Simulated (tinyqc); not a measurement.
Raising U: Hubbard ring of 5 sites, mean field against exact. Computed by the program tinyqc. 

one-body matrix (hopping and site energies) (eV):
```
         1        2        3        4        5
1  -0.1400  -1.2000   0.0000   0.0000  -1.2000
2  -1.2000   0.1200  -1.2000   0.0000   0.0000
3   0.0000  -1.2000  -0.4600  -1.2000   0.0000
4   0.0000   0.0000  -1.2000  -0.0100  -1.2000
5  -1.2000   0.0000   0.0000  -1.2000   0.0900
```

electrons, up and down: 3  2

Collinear unrestricted mean field (the lowest of 40 random starts) against exact diagonalisation.

Exact and mean-field results (eV):

| U | U/t | E exact | E mean field | mean \|n_up - n_down\| | double occupancy, exact | first gap in the sector |
|---|---|---|---|---|---|---|
| 0.6000 | 0.5000 | -6.880304 | -6.859526 | 0.2012 | 0.2292 | 0.2192 |
| 1.2000 | 1.0000 | -6.221896 | -6.136047 | 0.2168 | 0.2095 | 0.1827 |
| 2.4000 | 2.0000 | -5.089753 | -4.739578 | 0.3138 | 0.1676 | 0.1155 |
| 3.6000 | 3.0000 | -4.207985 | -3.543602 | 0.5878 | 0.1272 | 0.0652 |
| 4.8000 | 4.0000 | -3.547552 | -2.781011 | 0.7801 | 0.0944 | 0.0346 |
| 7.2000 | 6.0000 | -2.686803 | -1.994338 | 0.9075 | 0.0538 | 0.0099 |
| 9.6000 | 8.0000 | -2.176587 | -1.597553 | 0.9489 | 0.0335 | 0.0034 |
| 14.4000 | 12.0000 | -1.617562 | -1.199260 | 0.9776 | 0.0161 | 0.0006 |
| 24.0000 | 20.0000 | -1.141703 | -0.879838 | 0.9920 | 0.0061 | 8.07e-05 |

In absolute terms mean field is worst at U/t = 4.0, 0.767 eV too high: at small U it is nearly exact, and at large U it misses only exchange-scale energies. Relative to the exact energy its error is 0.3 % at the smallest U, 27 % at most and 23 % at the largest. The double occupancy falls from 0.229 to 0.006.
